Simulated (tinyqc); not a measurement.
# Bulk resistivity and mean free path from two films

Inverse problem. In the thick-film limit single-crystal films obey rho = rho0 (1 + 3 (1 - ps) lam/(8 d)). Find rho0, lam and the product rho0 lam.

Values chosen for this exercise: specular share of surface scattering ps = 0.

rho at d = 89 and 200 nm (uohm cm): 1.9982022  1.8382500

Answer. rho is a straight line in 1/d: the intercept is rho0 and the slope (3/8)(1 - ps) rho0 lam. Without ps only the product (1 - ps) lam could be found.

rho0 = 1.710 uohm cm
lam = 40.00 nm
rho0 lam = 68.40 uohm cm nm

tinyqc, about 0.01 s, one thread, Intel Xeon 2.30GHz (shared host): `OMP_NUM_THREADS=1 python tinyqc.py 2100108 2100109 out.jsonl`
